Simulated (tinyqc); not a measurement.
# Double-gate transistor, scale length and short-channel effects: effect of the channel length

A body of thickness ts between two insulators of thickness ti and two tied gates. Below threshold the potential that source and drain add obeys Laplace's equation and vanishes on the gate. Its lowest mode decays along the channel as exp(-k y); k is the smallest positive root of the matching condition at the interface, and the scale length is Lambda = pi/k.

k is the smallest positive root of f(k) = ei cos(k ti) cos(k ts/2) - eps_r sin(k ti) sin(k ts/2). Along the channel psi(y) = s + a exp(y/l) + b exp(-y/l) with psi(0) = Vbi, psi(L) = Vbi + Vds and l = 1/k = Lambda/pi; with A = Vbi - s, B = A + Vds, x = exp(-L/l): a = (B - A x) x/(1 - x^2), b = (A - B x)/(1 - x^2). The minimum is s + 2 sqrt(a b), at y = (l/2) ln(b/a). The long-channel potential follows the gate as s = sT + (Vg - VTL)/m, and the threshold VT is the gate voltage at which the minimum equals sT. Swing = m Vt ln 10/g at threshold, g = d(minimum)/ds = 1 - (b x + a)/((1 + x) sqrt(a b)). DIBL = [VT(0.05 V) - VT(Vds)]/(Vds - 0.05 V). sT and Vbi are held fixed; m = 1.

Inputs (values chosen for the exercise); permittivities: semiconductor close to that of In0.53Ga0.47As, insulator close to that of zirconium oxide:
- T = 273 K (temperature)
- eps_r = 13.9 (relative permittivity of the semiconductor)
- ei = 24.1 (relative permittivity of the insulator)
- ti = 2.9 nm (insulator thickness)
- ts = 12.7 nm (body thickness)
- Vbi = 0.87 V (potential of the source)
- sT = 0.39 V (potential of the barrier top at threshold)
- Vds = 0.6 V (drain voltage)

Constants: q = 1.602176634e-19 C, kB = 1.380649e-23 J/K, Vt = kB T/q. Results are converted to the units shown.

The same in every row: Lambda (nm) = 16.29.

Result of one run:

| L/Lambda | VT - VTL at Vds = 0.05 V (mV) | VT - VTL at Vds (mV) | DIBL (mV/V) | swing (mV/decade) |
|---|---|---|---|---|
| 1.534 | -109.4 | -158.0 | 88.52 | 66.74 |

Which channel length L gave this result: 18, 25, 30 or 73 nm?

L = 25 nm.

The whole series:

| L (nm) | L/Lambda | VT - VTL at Vds = 0.05 V (mV) | VT - VTL at Vds (mV) | DIBL (mV/V) | swing (mV/decade) |
|---|---|---|---|---|---|
| 18 | 1.105 | -262.3 | -382.2 | 218.1 | 84.08 |
| 21 | 1.289 | -176.9 | -256.7 | 145.2 | 74.41 |
| 25 | 1.534 | -109.4 | -158.0 | 88.52 | 66.74 |
| 30 | 1.841 | -62.70 | -90.24 | 50.07 | 61.41 |
| 36 | 2.210 | -33.41 | -47.93 | 26.39 | 58.04 |
| 43 | 2.639 | -16.49 | -23.60 | 12.93 | 56.08 |
| 52 | 3.192 | -6.797 | -9.713 | 5.302 | 54.96 |
| 61 | 3.744 | -2.832 | -4.045 | 2.205 | 54.50 |
| 73 | 4.480 | -0.8872 | -1.267 | 0.6899 | 54.27 |

From L = 18 to 73 nm, DIBL falls from 218 to 0.690 mV/V and the swing falls from 84.1 to 54.3 mV a decade (long-channel value 54.2). Between the last two rows the threshold shift at Vds decays with a length of 10.3 nm, against 2 Lambda/pi = 10.4 nm for a shift that goes as exp(-pi L/(2 Lambda)). DIBL first drops below 100 mV/V at L = 25 nm among the rows, L/Lambda = 1.5. For L = 18 to 21 nm L is under 1.5 Lambda, where higher modes, left out of the one-mode potential, count.

tinyqc, about 0.01 s, one thread, Intel Xeon 2.30GHz (shared host): `OMP_NUM_THREADS=1 python tinyqc.py 2420077 2420078 out.jsonl`
